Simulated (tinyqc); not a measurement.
Inside a calculation: propagation of a band-gap error through k.p and effective-mass formulas. Values are carried at full precision from step to step, so a last printed digit may differ when a step is redone from the rounded ones.

Chain, for a gap E (the reference Eg or another value), with Ep and Dso kept: 1/me = 1 + Ep (E + 2 Dso/3)/(E (E + Dso)); g* = 2 - 2 Ep Dso/(3 E (E + Dso)); g1(E) = g1 + (Ep/3)(1/E - 1/Eg), g2(E) = g2 + (Ep/6)(1/E - 1/Eg), light hole 1/(g1 + 2 g2), heavy hole 1/(g1 - 2 g2) along [100]; optical constant ei(E) = 1 + (ei - 1)(EP/(EP + E - Eg))^2, static e0(E) = ei(E) + e0 - ei.

Constants: Ry = 13.60569312 eV; a0 (Bohr radius) = 0.5291772105 angstrom; kB = 8.617333262e-05 eV/K; hbar^2/2m0 = 3.80998211 eV angstrom^2.

Values chosen for the exercise (reference values near those of GaAs, gap at low temperature; not measured data): Eg = 1.546 eV (gap at Gamma to the s-like level); Dso = 0.335 eV (spin-orbit splitting); Ep = 26.1 eV (Kane energy); g1 = 6.96 (Luttinger gamma1); g2 = 2.06 (gamma2); e0 = 12.89 (static dielectric constant); ei = 11.08 (optical dielectric constant); EP = 5.05 eV (mean (Penn) gap); Eg2 = 0.603 eV (a wrong gap, of the size a semi-local functional can give); mh = 0.55 m0 (density-of-states mass of the holes); T = 300 K (temperature); k = 0.035 1/angstrom (wave vector).

## Masses, g factor and screening for both gaps

Evaluate the chain at Eg and at Eg2.

Band values at the two gaps:
```
quantity        at Eg   at Eg2  ratio
me            0.05924  0.02556  0.431
g*          -0.004453   -8.306      -
g1              6.960    15.76  2.264
g2              2.060    6.460  3.136
light hole    0.09025  0.03487  0.386
heavy hole     0.3521   0.3521  1.000
ei              11.08    16.24  1.466
e0              12.89    18.05  1.400
```

The gap is off by a factor of 0.39; the electron mass follows with 0.43 and the light hole with 0.39, while the heavy hole, which does not couple to the conduction level, keeps its value. The optical constant changes less, by +47 %, as it answers to the mean gap, which shifts by the same -0.94 eV on a base of 5.05 eV. g* moves by -8.30; near zero it is a difference of larger terms, and remote bands, left out here, shift it by tenths.

## Binding energies and densities for both gaps

Donor: R = Ry me/e0^2, a_B = a0 e0/me, Mott density (0.26/a_B)^3. Nc, Nv = 2 (m kT/(4 pi c))^(3/2), c = hbar^2/2m0, ni = sqrt(Nc Nv) exp(-E/2kT). Exciton: Ry mu/e0^2 with 1/mu = 1/me + g1(E). 1 angstrom^-3 = 1e24 cm^-3.

Use the values of the table.

Results:
```
quantity                  at Eg     at Eg2     ratio
R (meV)                   4.851      1.067     0.220
a_B (angstrom)            115.1      373.8      3.25
Mott density (cm^-3)  1.151e+16  3.366e+14    0.0292
Nc (cm^-3)            3.618e+17  1.025e+17     0.283
ni (cm^-3)            1.988e+05  8.820e+12  4.44e+07
exciton (meV)             3.435     0.7608     0.221
```

Power laws carry the error on: the donor energy (me/e0^2) by a factor of 0.220, the Mott density (cube of me/e0) by 0.0292. ni, with its exponential, changes by a factor of 4.44e+07, that is 7.6 decades.

## A scissor shift and what it does not mend

A rigid shift D = Eg - Eg2 of the conduction band restores the gap but leaves the curvature, so the mass stays me(Eg2); redoing the sum 1/m = 1 + Ep (E + 2 Dso/3)/(E (E + Dso)) with E = Eg and the same Ep gives another mass. For optics, eps2 at the edge goes as |p|^2/E^2: a rigid shift keeps the dipole elements p/E, while shifting the energies under unchanged p scales eps2 by (Eg2/Eg)^2.

shift D = 0.943 eV
mass under a rigid shift = 0.0256 m0
mass from the sum with the corrected gap = 0.0592 m0
factor on eps2 if p is left unscaled = 0.152

The rigid shift leaves the mass off by a factor of 0.43. The mass from the corrected gap is the reference me(Eg) here, because the exercise keeps Ep fixed; a real correction of the gap depends on k and changes Ep as well.

## Far from the edge the relative error shrinks

Two-level dispersion E(k) = sqrt(E^2/4 + Ep c k^2) - E/2 at k/4, k, 4k for both gaps, c = hbar^2/2m0.

Energies above the edge:
```
k (1/angstrom)  at Eg (eV)  at Eg2 (eV)  ratio
0.00875             0.0049       0.0124  2.520
0.03500             0.0751       0.1597  2.125
0.14000             0.8228       1.1268  1.369
```

The ratio tends to Eg/Eg2 = 2.56 at k = 0 and goes from 2.520 to 1.369: at large k both curves approach the same slope sqrt(Ep c), while their distance in eV grows towards |Eg - Eg2|/2.

## Checks

- Chain at E = Eg against the inputs g1, g2, ei, e0: they agree to 1e-10 or better.

(tinyqc, `OMP_NUM_THREADS=1 python tinyqc.py 1850817 1850818 out.jsonl`, Intel(R) Xeon(R) Processor @ 2.30GHz, 1 thread, shared host, about 0.01 s.)
